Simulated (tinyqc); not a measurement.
# Metal-interlayer-semiconductor contact, depinning against tunnelling resistance: two studies

Zero bias, n-type semiconductor. Gap states at the semiconductor surface thin out as exp(-be ti), which unpins the barrier; electrons must then cross the interlayer (a rectangular barrier, no voltage drop across it) and the parabolic depleted layer, both by WKB. Energies E are counted from the Fermi level; no image force, parabolic bands.

Inputs (values chosen for the exercise); semiconductor values close to those of germanium; interlayer mass of the order of that in strontium titanate, offset chosen freely: temperature T = 300 K; band gap Eg = 0.685 eV; relative permittivity eps_r = 16.5; electron affinity chi = 3.98 eV; conduction-band density of states at T Nc = 1.04e19 cm^-3; tunnelling mass in the semiconductor mt = 0.116 m0; Richardson mass mA = 1.13 m0; donor density Nd = 1.2e19 cm^-3; charge-neutrality level above the valence band E0 = 0.09 eV; pinning factor without interlayer S0 = 0.049; metal work function phiM = 4.4 eV; interlayer thickness ti = 0.3 nm; conduction-band offset of the interlayer above the semiconductor dE = 0.21 eV; tunnelling mass in the interlayer mi = 0.62 m0; decay constant of gap states through the interlayer be = 5.2 1/nm.

Constants: q = 1.602176634e-19 C, kB = 1.380649e-23 J/K, eps0 = 8.8541878128e-12 F/m, hbar = 1.054571817e-34 J s, h = 6.62607015e-34 J s, m0 = 9.1093837015e-31 kg, Vt = kB T/q, hbar^2/(2 m0) = 0.0380998212 eV nm^2. Results are converted to the units shown.

Each table varies one quantity; the others keep the values above.

## Contact resistivity against the interlayer thickness

S = 1/(1 + (1/S0 - 1) exp(-be ti)); phiB = S (phiM - chi) + (1 - S)(Eg - E0); xi = Ec - EF deep inside, from Nd = Nc F(-xi/Vt), F(x) = (2/sqrt(pi)) int_0^infinity sqrt(u) du/(1 + exp(u - x)); band bending U = phiB - xi; E00 = (hbar/2) sqrt(Nd/(eps0 eps_r mt m0)) in volts; A = 4 pi q mA m0 kB^2/h^3. With U = phiB - xi: for xi < E < phiB, y = (E - xi)/U and G1 = (U/E00) [sqrt(1 - y) - y ln((1 + sqrt(1 - y))/sqrt(y))], G1 = 0 above phiB; G2 = 2 ti sqrt(mi max(phiB + dE - E, 0)/C), C = hbar^2/(2 m0); f = 1/(1 + exp(E/Vt)); 1/rho_c = (A T^2/Vt^2) times the integral of exp(-G1 - G2) f over E from xi upwards. Shares under 0.001 % are printed as 0; rows without band bending are left out.

The same in every row: E00/Vt = 1.80.

Results:

| ti (nm) | S | phiB (eV) | rho_c (ohm cm^2) | rho_c with G2 = 0 (ohm cm^2) | peak of the integrand (eV) | share above phiB (%) |
|---|---|---|---|---|---|---|
| 0 | 0.0490 | 0.586 | 4.38e-5 | 4.38e-5 | 0.0657 | 0 |
| 0.4 | 0.292 | 0.544 | 2.60e-4 | 1.94e-5 | 0.0704 | 0.00227 |
| 0.8 | 0.768 | 0.461 | 5.17e-4 | 3.97e-6 | 0.0718 | 0.0291 |
| 1.2 | 0.964 | 0.426 | 0.00244 | 2.08e-6 | 0.0786 | 0.138 |
| 1.6 | 0.995 | 0.421 | 0.0209 | 1.87e-6 | 0.0908 | 0.416 |
| 2 | 0.999 | 0.420 | 0.192 | 1.85e-6 | 0.107 | 1.31 |
| 2.4 | 1.00 | 0.420 | 1.66 | 1.84e-6 | 0.130 | 5.05 |
| 3.2 | 1.00 | 0.420 | 41.7 | 1.84e-6 | 0.630 | 65.1 |

Estimate the missing row, ti = 2.8 nm.

Computed row:

| ti (nm) | S | phiB (eV) | rho_c (ohm cm^2) | rho_c with G2 = 0 (ohm cm^2) | peak of the integrand (eV) | share above phiB (%) |
|---|---|---|---|---|---|---|
| 2.8 | 1.00 | 0.420 | 11.6 | 1.84e-6 | 0.630 | 22.3 |

With this row back in the table: As ti goes from 0 to 3.2, phiB falls from 0.586 to 0.420 eV and rho_c rises from 4.38e-5 to 41.7 ohm cm^2. No thickness listed beats the bare contact: tunnelling through the layer costs more than the change of the barrier gains. The ratio of rho_c to its value with G2 = 0 runs from 1.00 to 2.26e7.

## Contact resistivity against the donor density

Same model as above.

The same in every row: S = 0.197; phiB (eV) = 0.561.

Results:

| Nd (cm^-3) | E00/Vt | rho_c (ohm cm^2) | rho_c with G2 = 0 (ohm cm^2) | peak of the integrand (eV) | share above phiB (%) |
|---|---|---|---|---|---|
| 3.5e17 | 0.307 | 2.48 | 0.734 | 0.523 | 16.0 |
| 8.8e17 | 0.487 | 0.837 | 0.218 | 0.469 | 5.40 |
| 2.2e18 | 0.770 | 0.124 | 0.0261 | 0.357 | 0.799 |
| 5.7e18 | 1.24 | 0.00465 | 7.51e-4 | 0.182 | 0.0300 |
| 1.4e19 | 1.94 | 9.94e-5 | 1.35e-5 | 0.0564 | 0 |
| 3.7e19 | 3.16 | 2.44e-6 | 3.04e-7 | 0.00897 | 0 |
| 9.3e19 | 5.01 | 1.72e-7 | 2.00e-8 | -0.0166 | 0 |
| 6e20 | 12.7 | 6.33e-9 | 6.27e-10 | -0.0527 | 0 |

Estimate the missing row, Nd = 2.4e20 cm^-3.

Computed row:

| Nd (cm^-3) | E00/Vt | rho_c (ohm cm^2) | rho_c with G2 = 0 (ohm cm^2) | peak of the integrand (eV) | share above phiB (%) |
|---|---|---|---|---|---|
| 2.4e20 | 8.04 | 2.41e-8 | 2.62e-9 | -0.0367 | 0 |

With this row back in the table: As Nd goes from 3.5e17 to 6e20, phiB stays at 0.561 eV and rho_c falls from 2.48 to 6.33e-9 ohm cm^2. rho_c goes as Nd^(-1.18) between the first two rows and Nd^(-1.46) between the last two, while E00/Vt goes from 0.307 to 12.7 and the share above the barrier from 16.0 to 0 %. The ratio of rho_c to its value with G2 = 0 runs from 3.38 to 10.1.

Computed by the program tinyqc: `OMP_NUM_THREADS=1 python tinyqc.py 2270136 2270137 out.jsonl`, one thread of a shared Intel Xeon 2.30GHz, about 0.04 s for the whole run.
